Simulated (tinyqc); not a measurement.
Crystallisation kinetics and data retention of a phase-change cell: one step of the calculation.

Johnson-Mehl-Avrami-Kolmogorov law X = 1 - exp(-y^n), y = integral of k dt, k = (1/100 s) exp[-(Ec q/kB)(1/T - 1/T1)].

Task. Retention. At fixed T the state fails at t = (-ln(1 - Xf))^(1/n)/k; ten years are 3.15576e8 s.

Parameters, values chosen for the exercise; values of the order of Ge-Sb-Te and related chalcogenides: activation energy of crystallisation Ec = 3.04 eV; temperature at which the rate k is 1/(100 s) T1 = 467 K; Avrami exponent n = 3; crystalline share at which the state is lost Xf = 0.2; storage temperature T = 388 K.

Constants: q = 1.602176634e-19 C, kB = 1.380649e-23 J/K. Results are converted to the units shown.

Give: k; y at failure; time to fail; the same in years; temperature for ten years.

Result.

k = 2.0903e-9 1/s
y at failure = 0.60654
time to fail = 2.9018e8 s
the same in years = 9.1951
temperature for ten years = 387.64 K

The cell misses ten years at 388 K.

Range of the model: One Arrhenius rate is assumed; incubation, growth from the boundary and the non-Arrhenius kinetics of the supercooled liquid are left out.

Program tinyqc, `OMP_NUM_THREADS=1 python tinyqc.py 2490153 2490154 out.jsonl`; Intel Xeon 2.30GHz, shared host, one thread, about 0.05 s.
